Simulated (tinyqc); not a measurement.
Density of states of one tight-binding band on the simple cubic lattice: one step. Energies on the mesh. Two cases, with inputs chosen for the exercise.

Question. Evaluate the band at all 64 points and collect equal values.

E(k) = -2 t (c1 + c2 + c3) - 4 t2 (c1 c2 + c2 c3 + c3 c1) with ci = cos(2 pi ki); k in fractions of the reciprocal vectors, mesh k_i = j/N with j = 0 .. N-1. Densities are per cell and per spin, so the band holds one state.

Give: Distinct energies.

Case 1.

Values chosen: t = 0.92 eV (nearest hopping); t2 = 0.1 eV (second hopping); N = 4 (mesh points along each axis).

Answer.

Distinct energies:
```
E_k (eV)  points
-6.7200        1
-4.0800        6
-1.8400       12
-1.4400        3
0.0000         8
0.4000        12
1.8400        12
2.2400         3
3.2800         6
4.3200         1
```

The 64 points give 10 distinct energies between -6.7200 and 4.3200 eV; a dense mesh gives a band from -6.720 to 4.320 eV.

Case 2.

Values chosen: t = 0.59 eV (nearest hopping); t2 = 0.08 eV (second hopping); N = 4 (mesh points along each axis).

Answer.

Distinct energies:
```
E_k (eV)  points
-4.5000        1
-2.6800        6
-1.1800       12
-0.8600        3
0.0000         8
0.3200        12
1.1800        12
1.5000         3
2.0400         6
2.5800         1
```

The 64 points give 10 distinct energies between -4.5000 and 2.5800 eV; a dense mesh gives a band from -4.500 to 2.580 eV.

Computed by tinyqc, one run a case: `OMP_NUM_THREADS=1 python tinyqc.py N N+1 out.jsonl` with N = 1682094, 1682323; one thread of a shared Intel(R) Xeon(R) Processor @ 2.30GHz, about 0.2 s a run at most.
